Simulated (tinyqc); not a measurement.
Worked calculation: four-point probe, van der Pauw, Hall and spreading-resistance readings of a semiconductor layer. Computed by tinyqc, a small Python program that keeps every step. Command: `OMP_NUM_THREADS=1 python tinyqc.py 3112424 3112425 out.jsonl probe walk`. One thread of a shared host (Intel(R) Xeon(R) Processor @ 2.30GHz), about 0.01 s of CPU time with the checks. Intermediate numbers are printed to about 6 digits and carried at full precision; extremes and crossings named in words are read from the listed rows.

The layer is uniform and ohmic; contacts are points unless a radius is given.

Inputs (values chosen for the exercise, modelled on p-type silicon): carrier density n = 7.7e+16 1/cm^3; drift mobility mu = 263 cm^2/(V s); layer thickness t = 83 micrometre; probe spacing s = 1.588 mm; current I = 1 mA; side ratio a/b of the van der Pauw rectangle = 1.7; magnetic field B = 0.71 T; Hall factor r_H = 0.78; wafer diameter over spacing D/s = 110.

Backing of the layer: insulating.

Constants: e = 1.602176634e-19 C.

## Resistivity and sheet resistance

rho = 1/(e n mu); R_s = rho/t.

resistivity rho = 0.308207 ohm cm

sheet resistance R_s = 37.1334 ohm/square

## Four-point voltage

Collinear probes with equal spacing on a layer with insulating backing: images at depth 2 m t give V = (rho I/(2 pi s)) G, G = 1 + 4 sum_(m>=1) [1/sqrt(1 + (2 m u)^2) - 1/sqrt(4 + (2 m u)^2)], u = t/s; the sum runs to m = 20000, with the tail 3/(32 u^3 M^2) added to the sum for M = 20000. Limits: thick, rho = 2 pi s V/I; thin on an insulator, rho = (pi/ln 2) t V/I.

t/s = 0.0522670

G = 26.5233

voltage V = 8.19296 mV

rho by the thick formula = 8.17468 ohm cm

rho by the thin formula = 0.308207 ohm cm

The thick formula is off by +2552.3 % and the thin one by 0.0 %.

## Thickness correction

The last two columns give rho(formula)/rho for rho = 2 pi s V/I and rho = (pi/ln 2) t V/I.

Correction against t/s:
```
t/s        G  thick formula  thin formula
0.1  13.8629        13.8629       1.00000
0.2   6.9315         6.9315       1.00000
0.3   4.6211         4.6211       1.00003
0.5   2.7799         2.7799       1.00264
0.7   2.0175         2.0175       1.01871
1.0   1.5045         1.5045       1.08524
1.5   1.1973         1.1973       1.29547
2.0   1.0939         1.0939       1.57814
3.0   1.0306         1.0306       2.23037
5.0   1.0070         1.0070       3.63194
```

The thin formula holds to 1 % up to t/s = 0.5 and the thick one holds to 1 % from t/s = 5.

## Finite wafer

For a thin circular wafer probed at its centre, R_s = C V/I with C = pi/(ln 2 + ln[((D/s)^2 + 3)/((D/s)^2 - 3)]).

factor C = 4.52912

error if pi/ln 2 is used = 0.0715386 %

## The two van der Pauw resistances

Thin rectangle with point contacts at the corners; for R_B current and voltage contacts lie along the two sides of length a, for R_A along those of length b: exp(-pi R_A/R_s) = (theta_4/theta_3)^4, exp(-pi R_B/R_s) = (theta_2/theta_3)^4 with q = exp(-pi a/b), theta_2 = 2 sum_(m>=0) q^((m + 1/2)^2), theta_3 = 1 + 2 sum_(m>=1) q^(m^2), theta_4 = 1 + 2 sum_(m>=1) (-1)^m q^(m^2).

R_A = 0.906377 ohm

R_B = 30.8049 ohm

ratio R_B/R_A = 33.9869

## Solving the van der Pauw equation

Solve exp(-pi z R_A) + exp(-pi z R_B) = 1 for z = 1/R_s by seven Newton steps from z = 2 ln 2/(pi (R_A + R_B)); f = R_s 2 ln 2/(pi (R_A + R_B)).

Steps:
```
step  1/z (ohm)  left side less 1
0       71.8635       2.21256e-01
1       45.7811       6.04638e-02
2       38.3837       8.85623e-03
3       37.1711       2.67219e-04
4       37.1335       2.60249e-07
5       37.1334                 0
6       37.1334                 0
```

R_s found = 37.1334 ohm/square

correction f = 0.516721

Averaging R_A and R_B without f would overstate R_s by 93.5 %.

## Hall reading

V_H = r_H I B/(e n t); apparent density n/r_H; Hall mobility r_H mu; Hall angle tan = r_H mu B (SI).

Hall voltage = 0.540846 mV

apparent density = 9.87179e+16 1/cm^3

Hall mobility = 205.14 cm^2/(V s)

tangent of the Hall angle = 0.0145649

Checks made by the program: thin limit of G, 2 ln 2/u at u = 0.02 (relative difference below 1e-10); R_s recovered (relative difference below 1e-10).
